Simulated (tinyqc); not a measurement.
Worked calculation: CCD on RHF in the sto-3g basis, for H6, spin multiplicity 1. Computed by tinyqc, a small Python program that keeps every step (integrals from PySCF). Settings: charge = 0, multiplicity = 1, basis = sto-3g, method = RHF, energy threshold = 1e-10, iteration cap = 80, orthogonalisation = symmetric, start = core, DIIS depth = 6, amplitude equations = CCD, DIIS depth for amplitudes = 0, cap on updates = 66. Command: `OMP_NUM_THREADS=1 python tinyqc.py 20542 20543 out.jsonl` (the two numbers bound the seeds that draw the settings). One thread of a shared host (Intel(R) Xeon(R) Processor @ 2.60GHz), about 0.1 s of CPU time with the checks. The early iterations of the SCF are left out here.

## One-electron integrals

Geometry (angstrom):
```
atom       x       y       z
H     0.0000  0.0000  0.0000
H     0.0000  0.0000  0.8360
H     0.0000  0.0000  2.2390
H     0.0000  0.0000  3.0750
H     0.0000  0.0000  4.4780
H     0.0000  0.0000  5.3140
```

Basis sto-3g: exponents (1/bohr^2) and contraction coefficients of normalised primitives:
```
element  l (shell)  exponent  coefficient
H            s (1)    3.4253       0.1543
H            s (1)    0.6239       0.5353
H            s (1)    0.1689       0.4446
```

Overlap, kinetic and nuclear-attraction integrals over the contracted functions; the nuclear repulsion is the sum of Za Zb / Rab.

nuclear repulsion = 4.424099 hartree

overlap S:
```
        1H 1s   2H 1s   3H 1s   4H 1s   5H 1s   6H 1s
1H 1s  1.0000  0.5976  0.0795  0.0156  0.0005  0.0000
2H 1s  0.5976  1.0000  0.2945  0.0795  0.0043  0.0005
3H 1s  0.0795  0.2945  1.0000  0.5976  0.0795  0.0156
4H 1s  0.0156  0.0795  0.5976  1.0000  0.2945  0.0795
5H 1s  0.0005  0.0043  0.0795  0.2945  1.0000  0.5976
6H 1s  0.0000  0.0005  0.0156  0.0795  0.5976  1.0000
```

kinetic energy T (hartree):
```
         1H 1s    2H 1s    3H 1s    4H 1s    5H 1s    6H 1s
1H 1s   0.7600   0.1837  -0.0115  -0.0060  -0.0004   0.0000
2H 1s   0.1837   0.7600   0.0194  -0.0115  -0.0024  -0.0004
3H 1s  -0.0115   0.0194   0.7600   0.1837  -0.0115  -0.0060
4H 1s  -0.0060  -0.0115   0.1837   0.7600   0.0194  -0.0115
5H 1s  -0.0004  -0.0024  -0.0115   0.0194   0.7600   0.1837
6H 1s   0.0000  -0.0004  -0.0060  -0.0115   0.1837   0.7600
```

nuclear attraction V (hartree):
```
         1H 1s    2H 1s    3H 1s    4H 1s    5H 1s    6H 1s
1H 1s  -2.4488  -1.4716  -0.1800  -0.0347  -0.0011  -0.0001
2H 1s  -1.4716  -2.6973  -0.7012  -0.1871  -0.0096  -0.0011
3H 1s  -0.1800  -0.7012  -2.8422  -1.6238  -0.1871  -0.0347
4H 1s  -0.0347  -0.1871  -1.6238  -2.8422  -0.7012  -0.1800
5H 1s  -0.0011  -0.0096  -0.1871  -0.7012  -2.6973  -1.4716
6H 1s  -0.0001  -0.0011  -0.0347  -0.1800  -1.4716  -2.4488
```

core Hamiltonian H = T + V (hartree):
```
         1H 1s    2H 1s    3H 1s    4H 1s    5H 1s    6H 1s
1H 1s  -1.6887  -1.2879  -0.1914  -0.0407  -0.0015  -0.0001
2H 1s  -1.2879  -1.9372  -0.6818  -0.1985  -0.0120  -0.0015
3H 1s  -0.1914  -0.6818  -2.0822  -1.4401  -0.1985  -0.0407
4H 1s  -0.0407  -0.1985  -1.4401  -2.0822  -0.6818  -0.1914
5H 1s  -0.0015  -0.0120  -0.1985  -0.6818  -1.9372  -1.2879
6H 1s  -0.0001  -0.0015  -0.0407  -0.1914  -1.2879  -1.6887
```

## Two-electron integrals

Functions are numbered as in S; the eight-fold symmetry (ij|kl) = (ji|kl) = (kl|ij) leaves the list below.

Two-electron integrals (ij|kl) in chemists' order, unique and non-zero (hartree):
```
(11|11) 0.7746     (21|11) 0.3914     (21|21) 0.2384     (22|11) 0.5345
(22|21) 0.3914     (22|22) 0.7746     (31|11) 0.0350     (31|21) 0.0239
(31|22) 0.0450     (31|31) 0.0031     (32|11) 0.1017     (32|21) 0.0768
(32|22) 0.1624     (32|31) 0.0120     (32|32) 0.0503     (33|11) 0.2360
(33|21) 0.1739     (33|22) 0.3669     (33|31) 0.0350     (33|32) 0.1624
(33|33) 0.7746     (41|11) 0.0055     (41|21) 0.0039     (41|22) 0.0077
(41|31) 0.0006     (41|32) 0.0023     (41|33) 0.0077     (41|41) 1.11e-04
(42|11) 0.0224     (42|21) 0.0167     (42|22) 0.0350     (42|31) 0.0028
(42|32) 0.0120     (42|33) 0.0450     (42|41) 0.0006     (42|42) 0.0031
(43|11) 0.1196     (43|21) 0.0854     (43|22) 0.1739     (43|31) 0.0167
(43|32) 0.0768     (43|33) 0.3914     (43|41) 0.0039     (43|42) 0.0239
(43|43) 0.2384     (44|11) 0.1721     (44|21) 0.1196     (44|22) 0.2360
(44|31) 0.0224     (44|32) 0.1017     (44|33) 0.5345     (44|41) 0.0055
(44|42) 0.0350     (44|43) 0.3914     (44|44) 0.7746     (51|11) 1.19e-04
(51|21) 8.61e-05   (51|22) 1.76e-04   (51|31) 1.52e-05   (51|32) 6.64e-05
(51|33) 2.70e-04   (51|41) 3.25e-06   (51|42) 1.83e-05   (51|43) 1.49e-04
(51|44) 2.27e-04   (51|51) 1.11e-07   (52|11) 0.0009     (52|21) 0.0006
(52|22) 0.0013     (52|31) 1.15e-04   (52|32) 0.0005     (52|33) 0.0022
(52|41) 2.55e-05   (52|42) 1.49e-04   (52|43) 0.0013     (52|44) 0.0022
(52|51) 9.34e-07   (52|52) 8.32e-06   (53|11) 0.0128     (53|21) 0.0088
(53|22) 0.0172     (53|31) 0.0016     (53|32) 0.0071     (53|33) 0.0350
(53|41) 3.75e-04   (53|42) 0.0023     (53|43) 0.0239     (53|44) 0.0450
(53|51) 1.52e-05   (53|52) 1.49e-04   (53|53) 0.0031     (54|11) 0.0415
(54|21) 0.0281     (54|22) 0.0536     (54|31) 0.0049     (54|32) 0.0212
(54|33) 0.1017     (54|41) 0.0011     (54|42) 0.0071     (54|43) 0.0768
(54|44) 0.1624     (54|51) 4.83e-05   (54|52) 0.0005     (54|53) 0.0120
(54|54) 0.0503     (55|11) 0.1182     (55|21) 0.0781     (55|22) 0.1453
(55|31) 0.0128     (55|32) 0.0536     (55|33) 0.2360     (55|41) 0.0029
(55|42) 0.0172     (55|43) 0.1739     (55|44) 0.3669     (55|51) 1.19e-04
(55|52) 0.0013     (55|53) 0.0350     (55|54) 0.1624     (55|55) 0.7746
(61|11) 8.05e-06   (61|21) 5.72e-06   (61|22) 1.15e-05   (61|31) 1.05e-06
(61|32) 4.67e-06   (61|33) 2.11e-05   (61|41) 2.36e-07   (61|42) 1.40e-06
(61|43) 1.28e-05   (61|44) 2.11e-05   (61|51) 8.80e-09   (61|52) 7.85e-08
(61|53) 1.40e-06   (61|54) 4.67e-06   (61|55) 1.15e-05   (62|11) 8.61e-05
(62|21) 6.00e-05   (62|22) 1.19e-04   (62|31) 1.09e-05   (62|32) 4.83e-05
(62|33) 2.27e-04   (62|41) 2.51e-06   (62|42) 1.52e-05   (62|43) 1.49e-04
(62|44) 2.70e-04   (62|51) 9.87e-08   (62|52) 9.34e-07   (62|53) 1.83e-05
(62|54) 6.64e-05   (62|55) 1.76e-04   (62|61) 8.80e-09   (62|62) 1.11e-07
(63|11) 0.0022     (63|21) 0.0015     (63|22) 0.0029     (63|31) 2.62e-04
(63|32) 0.0011     (63|33) 0.0055     (63|41) 6.11e-05   (63|42) 3.75e-04
(63|43) 0.0039     (63|44) 0.0077     (63|51) 2.51e-06   (63|52) 2.55e-05
(63|53) 0.0006     (63|54) 0.0023     (63|55) 0.0077     (63|61) 2.36e-07
(63|62) 3.25e-06   (63|63) 1.11e-04   (64|11) 0.0101     (64|21) 0.0068
(64|22) 0.0128     (64|31) 0.0011     (64|32) 0.0049     (64|33) 0.0224
(64|41) 2.62e-04   (64|42) 0.0016     (64|43) 0.0167     (64|44) 0.0350
(64|51) 1.09e-05   (64|52) 1.15e-04   (64|53) 0.0028     (64|54) 0.0120
(64|55) 0.0450     (64|61) 1.05e-06   (64|62) 1.52e-05   (64|63) 0.0006
(64|64) 0.0031     (65|11) 0.0647     (65|21) 0.0424     (65|22) 0.0781
(65|31) 0.0068     (65|32) 0.0281     (65|33) 0.1196     (65|41) 0.0015
(65|42) 0.0088     (65|43) 0.0854     (65|44) 0.1739     (65|51) 6.00e-05
(65|52) 0.0006     (65|53) 0.0167     (65|54) 0.0768     (65|55) 0.3914
(65|61) 5.72e-06   (65|62) 8.61e-05   (65|63) 0.0039     (65|64) 0.0239
(65|65) 0.2384     (66|11) 0.0996     (66|21) 0.0647     (66|22) 0.1182
(66|31) 0.0101     (66|32) 0.0415     (66|33) 0.1721     (66|41) 0.0022
(66|42) 0.0128     (66|43) 0.1196     (66|44) 0.2360     (66|51) 8.61e-05
(66|52) 0.0009     (66|53) 0.0224     (66|54) 0.1017     (66|55) 0.5345
(66|61) 8.05e-06   (66|62) 1.19e-04   (66|63) 0.0055     (66|64) 0.0350
(66|65) 0.3914     (66|66) 0.7746
```

## Orthogonalisation

S = U s U^T; symmetric (Loewdin) form X = U s^(-1/2) U^T, so that X^T S X = 1.

eigenvalues of S: 0.2787  0.3701  0.4924  1.2882  1.6269  1.9437

X:
```
         1H 1s    2H 1s    3H 1s    4H 1s    5H 1s    6H 1s
1H 1s   1.1892  -0.4087   0.0501  -0.0136   0.0014  -0.0004
2H 1s  -0.4087   1.2389  -0.2111   0.0517  -0.0047   0.0014
3H 1s   0.0501  -0.2111   1.2446  -0.4255   0.0517  -0.0136
4H 1s  -0.0136   0.0517  -0.4255   1.2446  -0.2111   0.0501
5H 1s   0.0014  -0.0047   0.0517  -0.2111   1.2389  -0.4087
6H 1s  -0.0004   0.0014  -0.0136   0.0501  -0.4087   1.1892
```

## Iteration 6 (converged): orbitals

converged F (hartree):
```
         1H 1s    2H 1s    3H 1s    4H 1s    5H 1s    6H 1s
1H 1s  -0.3175  -0.5523  -0.1004  -0.0132   0.0004  -0.0019
2H 1s  -0.5523  -0.3478  -0.2342  -0.1002  -0.0077   0.0004
3H 1s  -0.1004  -0.2342  -0.3510  -0.5567  -0.1002  -0.0132
4H 1s  -0.0132  -0.1002  -0.5567  -0.3510  -0.2342  -0.1004
5H 1s   0.0004  -0.0077  -0.1002  -0.2342  -0.3478  -0.5523
6H 1s  -0.0019   0.0004  -0.0132  -0.1004  -0.5523  -0.3175
```

Diagonalise F' = X^T F X, C = X C', fill 3 alpha and 3 beta electrons from the bottom; D = 2 C_occ C_occ^T. Each column has its largest component positive (the first on a tie).

F' = X^T F X (hartree):
```
         1        2        3        4        5        6
1   0.0266  -0.5792   0.0602  -0.0087   0.0029  -0.0035
2  -0.5792   0.0610  -0.2380   0.0625  -0.0066   0.0029
3   0.0602  -0.2380   0.0674  -0.5990   0.0625  -0.0087
4  -0.0087   0.0625  -0.5990   0.0674  -0.2380   0.0602
5   0.0029  -0.0066   0.0625  -0.2380   0.0610  -0.5792
6  -0.0035   0.0029  -0.0087   0.0602  -0.5792   0.0266
```

orbital energies (hartree): MO1 -0.6311, MO2 -0.5555, MO3 -0.4608, MO4 0.3969, MO5 0.6377, MO6 0.9227

coefficients C:
```
          MO1      MO2      MO3      MO4      MO5      MO6
1H 1s  0.2138   0.3808  -0.3590  -0.6052  -0.7847   0.5315
2H 1s  0.2667   0.3994  -0.2898   0.4507   0.8379  -0.7275
3H 1s  0.3750   0.0594   0.4202   0.6679  -0.1782   0.9907
4H 1s  0.3750  -0.0594   0.4202  -0.6679  -0.1782  -0.9907
5H 1s  0.2667  -0.3994  -0.2898  -0.4507   0.8379   0.7275
6H 1s  0.2138  -0.3808  -0.3590   0.6052  -0.7847  -0.5315
```

D after iteration 6:
```
         1H 1s    2H 1s    3H 1s    4H 1s    5H 1s    6H 1s
1H 1s   0.6392   0.6263  -0.0961  -0.1866   0.0179   0.0591
2H 1s   0.6263   0.6292   0.0039  -0.0910  -0.0088   0.0179
3H 1s  -0.0961   0.0039   0.6413   0.6272  -0.0910  -0.1866
4H 1s  -0.1866  -0.0910   0.6272   0.6413   0.0039  -0.0961
5H 1s   0.0179  -0.0088  -0.0910   0.0039   0.6292   0.6263
6H 1s   0.0591   0.0179  -0.1866  -0.0961   0.6263   0.6392
```

## Convergence

Stop when the energy changes by less than 1e-10 hartree and every element of the error matrix X^T (F D S - S D F) X is below 3e-06.

Course of the cycle:
```
iteration  E (hartree)     change  largest element of the error matrix
1            -3.067242          -                             3.99e-01
2            -3.289438  -2.22e-01                             1.97e-02
3            -3.290721  -1.28e-03                             4.27e-03
4            -3.290765  -4.40e-05                             5.66e-05
5            -3.290765  -4.41e-09                             2.18e-06
6            -3.290765  -1.26e-11                             2.64e-08
```

PySCF RHF in the same basis = -3.290765 hartree

Converged in 6 iterations.

## Integrals over molecular orbitals

(pq|rs) = sum C_ip C_jq C_kr C_ls (ij|kl), one index at a time.

one-electron integrals over orbitals h = C^T H C (hartree):
```
         1        2        3        4        5        6
1  -2.1427   0.0000  -0.1277   0.0000  -0.0712   0.0000
2   0.0000  -1.9506   0.0000  -0.1351   0.0000   0.0624
3  -0.1277   0.0000  -1.9742   0.0000   0.1246   0.0000
4   0.0000  -0.1351   0.0000  -1.5267   0.0000  -0.1383
5  -0.0712   0.0000   0.1246   0.0000  -1.2536   0.0000
6   0.0000   0.0624   0.0000  -0.1383   0.0000  -1.1868
```

Two-electron integrals over orbitals (pq|rs), unique and non-zero (hartree):
```
(11|11) 0.3962     (21|21) 0.1286     (22|11) 0.3122     (22|22) 0.3847
(31|11) 0.0801     (31|22) -0.0663    (31|31) 0.1381     (32|21) -0.1298
(32|32) 0.1451     (33|11) 0.3788     (33|22) 0.3299     (33|31) 0.0505
(33|33) 0.3792     (41|21) 0.0297     (41|32) 0.0012     (41|41) 0.0796
(42|11) 0.0454     (42|22) -0.0064    (42|31) 0.0431     (42|33) 0.0154
(42|42) 0.0639     (43|21) 0.0513     (43|32) -0.0497    (43|41) 0.0168
(43|43) 0.0691     (44|11) 0.3743     (44|22) 0.3272     (44|31) 0.0458
(44|33) 0.3666     (44|42) 0.0219     (44|44) 0.3791     (51|11) 0.0088
(51|22) 0.0220     (51|31) -0.0178    (51|33) -0.0068    (51|42) 0.0416
(51|44) 0.0008     (51|51) 0.0466     (52|21) 0.0151     (52|32) 0.0058
(52|41) 0.0550     (52|43) -0.0398    (52|52) 0.0899     (53|11) -0.0541
(53|22) 2.43e-05   (53|31) -0.0471    (53|33) -0.0284    (53|42) -0.0618
(53|44) -0.0241    (53|51) -0.0382    (53|53) 0.0656     (54|21) 0.1284
(54|32) -0.1388    (54|41) 0.0054     (54|43) 0.0510     (54|52) -0.0046
(54|54) 0.1482     (55|11) 0.3230     (55|22) 0.3858     (55|31) -0.0575
(55|33) 0.3379     (55|42) -0.0027    (55|44) 0.3458     (55|51) 0.0227
(55|53) -0.0014    (55|55) 0.4077     (61|21) 0.0022     (61|32) 0.0096
(61|41) 0.0285     (61|43) 0.0545     (61|52) -0.0327    (61|54) -0.0072
(61|61) 0.0665     (62|11) -0.0156    (62|22) -0.0278    (62|31) 0.0153
(62|33) -0.0040    (62|42) -0.0396    (62|44) -0.0020    (62|51) -0.0439
(62|53) 0.0413     (62|55) -0.0269    (62|62) 0.0458     (63|21) 0.0344
(63|32) -0.0070    (63|41) 0.0778     (63|43) 0.0192     (63|52) 0.0554
(63|54) 0.0060     (63|61) 0.0288     (63|63) 0.0829     (64|11) 0.0813
(64|22) -0.0592    (64|31) 0.1320     (64|33) 0.0512     (64|42) 0.0451
(64|44) 0.0506     (64|51) -0.0149    (64|53) -0.0477    (64|55) -0.0611
(64|62) 0.0142     (64|64) 0.1413     (65|21) -0.1308    (65|32) 0.1327
(65|41) -0.0315    (65|43) -0.0543    (65|52) -0.0160    (65|54) -0.1384
(65|61) -0.0037    (65|63) -0.0381    (65|65) 0.1452     (66|11) 0.4197
(66|22) 0.3301     (66|31) 0.0862     (66|33) 0.4025     (66|42) 0.0509
(66|44) 0.4073     (66|51) 0.0107     (66|53) -0.0606    (66|55) 0.3511
(66|62) -0.0181    (66|64) 0.0937     (66|66) 0.4672
```

## CCD: starting amplitudes

t_ij^ab = <ij||ab> / (e_i + e_j - e_a - e_b), whose energy is MP2.

Starting amplitudes (spin orbitals 1a, 1b, ...; amplitudes related by a flip of all spins are not repeated; the 24 largest):
```
from      to        t
3a 3b  4a 4b  -0.0403
1a 1b  4a 4b  -0.0387
2a 2b  5a 5b  -0.0377
2a 2b  4a 4b  -0.0335
1a 3b  4a 6b  -0.0323
2a 3b  4a 5b   0.0301
3a 3b  6a 6b  -0.0300
3a 3b  5a 5b  -0.0298
1a 2b  4a 5b  -0.0248
1a 3b  4b 6a   0.0226
2a 3b  5a 6b  -0.0215
1a 1b  6a 6b  -0.0214
2a 3b  4b 5a  -0.0194
1a 2b  4b 5a   0.0187
1a 1b  5a 5b  -0.0184
2a 2b  4a 6b   0.0163
1a 3b  5a 5b   0.0161
2a 3b  5b 6a   0.0160
1a 2b  5a 6b   0.0160
2a 2b  6a 6b  -0.0155
1a 2b  5b 6a  -0.0119
1a 1b  4a 6b  -0.0110
2a 3a  4a 5a   0.0107
1a 3b  6a 6b  -0.0098
```

correlation energy = -0.047404 hartree

## CCD: amplitude update 1

t_ij^ab D_ij^ab are set to the remaining terms of the spin-orbital equations, evaluated with the old amplitudes; for the doubles these are <ij||ab> + 1/2 <ab||ef> t_ij^ef + 1/2 <mn||ij> t_mn^ab + P(ij)P(ab) <mb||ej> t_im^ae + terms in t^2, D the orbital-energy denominators.

Amplitudes after update 1 (spin orbitals 1a, 1b, ...; amplitudes related by a flip of all spins are not repeated; the 24 largest):
```
from      to        t
3a 3b  4a 4b  -0.0580
2a 2b  5a 5b  -0.0515
1a 1b  4a 4b  -0.0499
1a 3b  4a 6b  -0.0445
2a 2b  4a 4b  -0.0440
2a 3b  4a 5b   0.0420
3a 3b  5a 5b  -0.0382
3a 3b  6a 6b  -0.0368
1a 3b  4b 6a   0.0332
1a 2b  4a 5b  -0.0326
2a 3b  4b 5a  -0.0296
1a 1b  6a 6b  -0.0285
2a 3b  5a 6b  -0.0275
1a 2b  4b 5a   0.0257
2a 2b  4a 6b   0.0240
1a 3b  5a 5b   0.0240
1a 1b  5a 5b  -0.0235
1a 2b  5a 6b   0.0220
2a 3b  5b 6a   0.0214
2a 2b  6a 6b  -0.0192
1a 2b  5b 6a  -0.0171
1a 1b  4a 6b  -0.0150
1a 3b  6a 6b  -0.0130
2a 3a  4a 5a   0.0124
```

correlation energy = -0.064221 hartree

## CCD: convergence

E_corr = 1/4 sum <ij||ab> t_ij^ab; stop when the norm of the change is below 1e-8.

Course of the amplitude iterations:
```
update  correlation energy (hartree)  norm of the change
0                          -0.047404                   -
1                          -0.064221            1.05e-01
2                          -0.070320            3.98e-02
3                          -0.072547            1.53e-02
4                          -0.073376            6.12e-03
5                          -0.073689            2.56e-03
6                          -0.073809            1.14e-03
7                          -0.073856            5.36e-04
8                          -0.073875            2.65e-04
9                          -0.073882            1.36e-04
10                         -0.073886            7.08e-05
11                         -0.073887            3.74e-05
12                         -0.073888            1.99e-05
13                         -0.073888            1.06e-05
14                         -0.073888            5.68e-06
15                         -0.073888            3.05e-06
16                         -0.073888            1.64e-06
17                         -0.073888            8.83e-07
18                         -0.073888            4.76e-07
19                         -0.073888            2.57e-07
20                         -0.073888            1.39e-07
21                         -0.073888            7.50e-08
22                         -0.073888            4.06e-08
23                         -0.073888            2.20e-08
24                         -0.073888            1.19e-08
25                         -0.073888            6.48e-09
```

Converged amplitudes (spin orbitals 1a, 1b, ...; amplitudes related by a flip of all spins are not repeated; the 24 largest):
```
from      to        t
3a 3b  4a 4b  -0.0736
2a 2b  5a 5b  -0.0599
1a 1b  4a 4b  -0.0545
1a 3b  4a 6b  -0.0512
2a 2b  4a 4b  -0.0504
2a 3b  4a 5b   0.0498
3a 3b  5a 5b  -0.0427
1a 3b  4b 6a   0.0392
3a 3b  6a 6b  -0.0389
2a 3b  4b 5a  -0.0371
1a 2b  4a 5b  -0.0361
1a 1b  6a 6b  -0.0337
2a 3b  5a 6b  -0.0299
1a 2b  4b 5a   0.0288
2a 2b  4a 6b   0.0281
1a 3b  5a 5b   0.0281
1a 1b  5a 5b  -0.0268
1a 2b  5a 6b   0.0260
2a 3b  5b 6a   0.0235
2a 2b  6a 6b  -0.0215
1a 2b  5b 6a  -0.0208
1a 1b  4a 6b  -0.0170
1a 3b  6a 6b  -0.0144
1a 3b  4a 4b  -0.0143
```

CCD total energy = -3.364653 hartree

Converged in 25 updates.
